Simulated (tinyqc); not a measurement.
From results back to parameters: interface roughness in a thin film (subband fluctuation and scattering). Four cases, with inputs chosen for the exercise.

Problem. The screened mobility was computed from a hidden rms height D.

Gaussian roughness spectrum S(q) = pi D^2 Lc^2 exp(-q^2 Lc^2/4). Degenerate gas, taken to fill one subband (the second starts to fill once c kF^2/md exceeds E2 - E1, which is not tested here): kF = sqrt(2 pi Ns/gv), q = 2 kF sin(theta/2), 1/tau = (md/(2 pi c hbar)) G^2 times the integral from 0 to pi of S(q)(1 - cos theta)/eps(q)^2 dtheta, eps(q) = 1 + qs/q with screening (qs = gv md q0/(c eps), q0 = e^2/(4 pi eps0), form factors left out, which overstates the screening; other scattering is left out too, so these values lie far above measured mobilities in all but the thinnest films) or 1 without; mobility = tau c2/md with c2 = e/m0 = 1.75882e15 cm^2/(V s^2); 1e12/cm^2 = 1e-4/angstrom^2.

Constants: hbar^2/2m0 = 3.80998211 eV angstrom^2; hbar = 6.58211957e-16 eV s; e^2/(4 pi eps0) = 14.39964547 eV angstrom.

Find: mobility for D = 1 angstrom; D.

Method. The mobility goes as 1/D^2, so D is the square root of the ratio. One value fixes only D^2 times a function of Lc; a second density is needed to part the two.

Case 1.

Values chosen (near those of a thin Si channel on (100), two-fold valleys; the results hold for these values, not for the real material): md = 0.187 m0 (mass in the plane); gv = 2 (valleys); Lc = 18 angstrom (correlation length); Ns = 2.7 x 1e12/cm^2 (sheet density); eps = 8.1 (mean dielectric constant at the channel).

G = |dE1/dt| = 10.8247 meV/angstrom
mobility = 23803.3 cm^2/(V s)

Solution.

mobility for D = 1 angstrom = 5.356e+04 cm^2/(V s)
D = 1.50 angstrom

Case 2.

Values chosen (near those of a thin GaN channel; the results hold for these values, not for the real material): md = 0.201 m0 (mass in the plane); gv = 1 (valleys); Lc = 44 angstrom (correlation length); Ns = 4.5 x 1e12/cm^2 (sheet density); eps = 9.1 (mean dielectric constant at the channel).

G = |dE1/dt| = 11.7117 meV/angstrom
mobility = 6979.06 cm^2/(V s)

Solution.

mobility for D = 1 angstrom = 3.078e+04 cm^2/(V s)
D = 2.10 angstrom

Case 3.

Values chosen (near those of a thin Ge channel on (111), one valley; the results hold for these values, not for the real material): md = 0.08 m0 (mass in the plane); gv = 1 (valleys); Lc = 54 angstrom (correlation length); Ns = 2.1 x 1e12/cm^2 (sheet density); eps = 11.5 (mean dielectric constant at the channel).

G = |dE1/dt| = 0.9368 meV/angstrom
mobility = 2.68904e+06 cm^2/(V s)

Solution.

mobility for D = 1 angstrom = 4.544e+06 cm^2/(V s)
D = 1.30 angstrom

Case 4.

Values chosen (near those of a thin InGaAs channel; the results hold for these values, not for the real material): md = 0.046 m0 (mass in the plane); gv = 1 (valleys); Lc = 28 angstrom (correlation length); Ns = 1.2 x 1e12/cm^2 (sheet density); eps = 11.2 (mean dielectric constant at the channel).

G = |dE1/dt| = 5.6986 meV/angstrom
mobility = 18886.2 cm^2/(V s)

Solution.

mobility for D = 1 angstrom = 1.481e+05 cm^2/(V s)
D = 2.80 angstrom

Computed by tinyqc, one run a case: `OMP_NUM_THREADS=1 python tinyqc.py N N+1 out.jsonl` with N = 1251023, 1251082, 1251143, 1251181; one thread of a shared Intel(R) Xeon(R) Processor @ 2.30GHz, about 0.01 s a run at most.
